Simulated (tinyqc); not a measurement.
## Access strength from the read disturbance

Problem. Transistor (EKV form, voltages against the body): I = 2 n b Vt^2 [F(vp - Vs) - F(vp - Vd)] from drain to source, F(v) = ln^2(1 + exp(v/(2 Vt))), vp = (Vg - VT + sg |Vd - Vs|)/n. n-channel bodies are at 0; for the p-channel device all voltages are counted down from Vdd. b in uA/V^2 gives I in uA. In an SRAM read the low node Q obeys In(gate QB, drain Q) = Ip(gate QB, drain Q) + Ia, where the access transistor (threshold VTn) has its gate and drain at Vdd and its source at Q. Find Ia, ba and the cell ratio bn/ba.

Parameters, values chosen for the exercise: temperature T = 300 K; supply voltage Vdd = 0.4 V; slope factor n = 1.33; drain-induced barrier lowering sg = 0.103; n-channel threshold VTn = 0.3 V; p-channel threshold (magnitude) VTp = 0.43 V; gain factor of the pull-down transistor bn = 160 uA/V^2; gain factor of the pull-up transistor bp = 81 uA/V^2.

Constants: q = 1.602176634e-19 C, kB = 1.380649e-23 J/K, Vt = kB T/q. Results are converted to the units shown.

Q and QB in the read (V): 0.030644559  0.39935830

Answer. The node equation gives Ia, which is proportional to ba.

Ia = 0.379 uA
ba = 80.0 uA/V^2
cell ratio = 2.00

Computed by the program tinyqc: `OMP_NUM_THREADS=1 python tinyqc.py 2340147 2340148 out.jsonl`, one thread of a shared Intel Xeon 2.30GHz, about 0.2 s for the whole run.
